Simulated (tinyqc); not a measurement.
Lateral field, substrate current, probability of reaching the oxide barrier and hot-carrier lifetime of a silicon transistor (pseudo-two-dimensional and lucky-electron models): one step, computed by the program tinyqc. Command: `OMP_NUM_THREADS=1 python tinyqc.py 3003640 3003641 out.jsonl hotcar walk`. One thread of a shared host (Intel(R) Xeon(R) Processor @ 2.30GHz), about 0.01 s of CPU time with the checks.

Local-field models: a lucky carrier gains its energy at the peak field over a path free of collisions. Voltages are magnitudes.

Question. Hot-carrier currents and lifetime. C_ox = 3.9 eps_0/t; F_sat = 2 v_s/mu; V_Dsat = V_ov F_sat L/(V_ov + F_sat L), V_ov = V_G - V_T; I_D/W = C_ox v_s (V_ov - V_Dsat). Scale length l = 0.22 t^(1/3) x_j^(1/2) (all in cm); F_m = sqrt(((V_D - V_Dsat)/l_e)^2 + F_sat^2), with l_e = l; length of the velocity-saturated region l_e ln((V_D - V_Dsat)/(l_e F_sat) + F_m/F_sat). Substrate current I_sub/I_D = (A_i/B_i)(V_D - V_Dsat) exp(-B_i/F_m); probability of reaching the oxide barrier exp(-phi_b/(e lambda F_m)); lifetime tau = (H/(I_D/W)) exp(phi_it/(e lambda F_m)).

Inputs (values chosen for the exercise, modelled on a silicon p-channel):
```
quantity                             value                      unit
channel length L                       830                        nm
oxide thickness t                       15                        nm
junction depth x_j                     220                        nm
mobility mu                             96                cm^2/(V s)
saturation velocity v_s               0.71                  1e7 cm/s
threshold voltage V_T                 0.78                         V
gate voltage V_G                       3.2                         V
drain voltage V_D                      6.8                         V
ionisation prefactor A_i           7.3e+06                      1/cm
ionisation field B_i                  3.72                     MV/cm
hot-carrier mean free path lambda      5.1                        nm
oxide barrier phi_b                    4.6                        eV
interface-trap threshold phi_it        4.5                        eV
lifetime constant H                   2000  s microampere/micrometre
```

Drain: abrupt.

Constants: eps_0 = 8.8541878128e-12 F/m.

Give: I_sub/I_D; substrate current I_sub/W; probability of reaching phi_b; lifetime tau; exponent m = phi_it/(e lambda B_i).

Answer.

I_sub/I_D = 0.001665

substrate current I_sub/W = 0.1084 microampere/micrometre

probability of reaching phi_b = 8.050e-10

lifetime tau = 2.420e+10 s

exponent m = phi_it/(e lambda B_i) = 2.372

Since both exponentials depend on 1/F_m, tau I_D scales about as (I_sub/I_D)^(-m) with m = 2.37, which lets I_sub serve as the monitor. The lifetime is 76.7 times ten years (3.156e8 s).
